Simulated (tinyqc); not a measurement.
Towards the loss of the bound state: donor level screened by free carriers (Yukawa potential).

Potential -(q/(eps r)) exp(-ks r), q = e^2/(4 pi eps0). In units Ry* = Ry m/eps^2 and a* = a0 eps/m the problem is [-Laplacian - 2 exp(-x r)/r] psi = E psi with x = ks a*.

Converged values use 18 functions exp(-z r), z = 1.55^i, i = -11 to 6: S = 2/A^3, H = z_i z_j S - 2/(A + x)^2, A = z_i + z_j.

Inputs chosen for the exercise (out of a larger set: near those of a donor in Si, with one mean mass; not measured data): xs = (0.04, 0.17, 0.31, 0.46, 0.64, 0.9, 1.06) (values of x).

First order (-1 + 2x), one-parameter (minimum of z^2 - 8 z^3/(2z + x)^2) and converged 1s energies in Ry*, and the mean radius in a*; a dash marks an unbound result.

Results:

| x | first order | trial function | converged | <r> |
|---|---|---|---|---|
| 0.04 | -0.9200 | -0.9223 | -0.9223 | 1.50 |
| 0.17 | -0.6600 | -0.6992 | -0.6993 | 1.54 |
| 0.31 | -0.3800 | -0.5019 | -0.5026 | 1.62 |
| 0.46 | -0.0800 | -0.3319 | -0.3344 | 1.76 |
| 0.64 | - | -0.1763 | -0.1830 | 2.05 |
| 0.90 | - | -0.0319 | -0.0486 | 3.15 |
| 1.06 | - | - | -0.0096 | 6.00 |

How do the results move, and what explains it?

First order loses the state at x = 0.5, the trial function reaches zero energy at x = 1.00, and the exact limit is 1.19. The radius starts at 1.5 a*, grows slowly at first (1.62 at x = 0.31), then steadily, and swells towards the end (6.0 at 1.06), where a single exponential fails: the binding vanishes as the square of the distance from 1.19.

(tinyqc, `OMP_NUM_THREADS=1 python tinyqc.py 1250954 1250955 out.jsonl`, Intel(R) Xeon(R) Processor @ 2.30GHz, 1 thread, shared host, about 0.01 s.)
